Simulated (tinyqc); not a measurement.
Small-signal admittance of a forward-biased p+-n diode: effect of the excess hole density at the junction edge.

Holes injected into a neutral base of width wb with an ohmic contact at its end; low injection, p0 far above the equilibrium density. A small voltage v exp(i w t), w = 2 pi f, modulates the edge density by p0 v/Vt, and the small-signal density obeys Dp d2p/dx2 = (1/tau + i w) p.

L = sqrt(Dp tau); direct current J = (q Dp p0/L) coth(wb/L); k = sqrt(1 + i w tau)/L; diffusion admittance Y = (q Dp p0/Vt) k coth(k wb) = G + i w C_diff; junction capacitance C_j = sqrt(q eps0 eps_r Nd/(2 Vr)) in the depletion approximation, with the remaining barrier Vr = Vt ln(Na/p0), a rough value under forward bias; base-width modulation is left out. Measured admittance 1/[Rs + 1/(Y + i w C_j)].

Values chosen for this exercise; permittivity close to that of gallium arsenide: temperature T = 275 K; relative permittivity eps_r = 12.9; donor density of the base Nd = 1.5e15 cm^-3; hole diffusion coefficient Dp = 5.2 cm^2/s; hole lifetime tau = 2e-8 s; width of the neutral base wb = 5.8 um; acceptor density of the p+ side Na = 3e19 cm^-3; series resistance Rs = 0.0007 ohm cm^2; signal frequency f = 2e6 Hz.

Constants: q = 1.602176634e-19 C, kB = 1.380649e-23 J/K, Vt = kB T/q, eps0 = 8.8541878128e-14 F/cm where lengths are in cm. Results are converted to the units shown.

The same in every row: w tau = 0.2513.

Result of one run:
columns A: p0 (cm^-3); B: G (S/cm^2); C: C_diff (uF/cm^2); D: C_j (uF/cm^2); E: measured G (S/cm^2); F: measured C (uF/cm^2); G: phase of the measured Y (degrees)
```
A           B         C        D         E        F      G
2e9  2.311e-4  1.845e-6  0.01572  2.585e-4  0.01572  89.93
```

What becomes of these results when the excess hole density at the junction edge p0 is changed from 2e9 to 2e14 cm^-3, all else the same?

Result of the changed run:
columns A: p0 (cm^-3); B: G (S/cm^2); C: C_diff (uF/cm^2); D: C_j (uF/cm^2); E: measured G (S/cm^2); F: measured C (uF/cm^2); G: phase of the measured Y (degrees)
```
A         B       C        D      E       F      G
2e14  23.11  0.1845  0.02204  22.75  0.2000  6.305
```

The whole series:
columns A: p0 (cm^-3); B: G (S/cm^2); C: C_diff (uF/cm^2); D: C_j (uF/cm^2); E: measured G (S/cm^2); F: measured C (uF/cm^2); G: phase of the measured Y (degrees)
```
A            B         C        D         E        F      G
2e8   2.311e-5  1.845e-7  0.01500  4.799e-5  0.01500  89.99
2e9   2.311e-4  1.845e-6  0.01572  2.585e-4  0.01572  89.93
2e10  0.002311  1.845e-5  0.01656  0.002342  0.01657  89.36
2e11   0.02311  1.845e-4  0.01754   0.02315  0.01772  84.07
2e12    0.2311  0.001845  0.01872    0.2311  0.02056  48.18
2e13     2.311   0.01845  0.02018     2.308  0.03851  11.84
2e14     23.11    0.1845  0.02204     22.75   0.2000  6.305
```

As p0 goes from 2e8 to 2e14, G rises from 2.31e-5 to 23.1 S/cm^2, C_diff rises from 1.85e-7 to 0.185 uF/cm^2 and the measured C rises from 0.0150 to 0.200 uF/cm^2. C_diff exceeds C_j for p0 = 2e14.

Computed by the program tinyqc: `OMP_NUM_THREADS=1 python tinyqc.py 2890171 2890172 out.jsonl`, one thread of a shared Intel Xeon 2.30GHz, about 0.01 s for the whole run.
